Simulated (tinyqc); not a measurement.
On-chip interconnect, size-dependent resistivity and RC delay: course in time.

A rectangular line between two neighbours and two ground planes. Surface and grain-boundary scattering are added to the bulk resistivity as corrections; capacitances are parallel-plate values without fringing; inductance is ignored.

5 equal pi sections: series Rs = r Lw/5; node capacitances c Lw/5, halved at nodes 0 and 5, with Cl added to node 5; Rd feeds node 0. Elmore delay of node k: the sum, over the resistors on the path to k, of resistance times all capacitance downstream of it.

A 1 V step is applied behind Rd at t = 0. C dv/dt = -G v + b, with G the conductance matrix of the ladder (1/Rs between neighbours, 1/Rd added at node 0) and b = (1 V/Rd, 0, ...). Trapezoidal step: (C/dt + G/2) v(new) = (C/dt - G/2) v + b. The last column solves the same ladder exactly by its modes.

Values chosen for this exercise: driver resistance Rd = 8800 ohm; time step dt = 8.7 ps.

Rs = 5.79106 ohm

| node | C (fF) |
|---|---|
| 0 | 0.0550001 |
| 1 | 0.110000 |
| 2 | 0.110000 |
| 3 | 0.110000 |
| 4 | 0.110000 |
| 5 | 3.95500 |

Voltages (V):

| t (ps) | node 0 | node 2 | node 5 | node 5, exact |
|---|---|---|---|---|
| 8.700 | 0.2046 | 0.2023 | 0.1991 | 0.1986 |
| 17.40 | 0.3581 | 0.3585 | 0.3592 | 0.3578 |
| 26.10 | 0.4913 | 0.4893 | 0.4866 | 0.4854 |
| 34.80 | 0.5876 | 0.5883 | 0.5893 | 0.5877 |
| 43.50 | 0.6750 | 0.6733 | 0.6709 | 0.6696 |
| 52.20 | 0.7346 | 0.7356 | 0.7369 | 0.7352 |
| 60.90 | 0.7927 | 0.7912 | 0.7890 | 0.7879 |
| 69.60 | 0.8289 | 0.8300 | 0.8314 | 0.8300 |
| 78.30 | 0.8682 | 0.8667 | 0.8647 | 0.8638 |
| 87.00 | 0.8893 | 0.8905 | 0.8920 | 0.8909 |
| 95.70 | 0.9165 | 0.9151 | 0.9132 | 0.9125 |
| 104.4 | 0.9281 | 0.9293 | 0.9309 | 0.9299 |

What do the numbers show?

The far end of the ladder reaches 0.5 V at 27.23 ps, 0.693 of its Elmore delay (ln 2 = 0.693 for a single pole); the slowest mode has a time constant of 39.27 ps. The largest error of the trapezoidal steps at that node is 1.7 mV.

Program tinyqc, `OMP_NUM_THREADS=1 python tinyqc.py 2100018 2100019 out.jsonl`; Intel Xeon 2.30GHz, shared host, one thread, about 0.01 s.
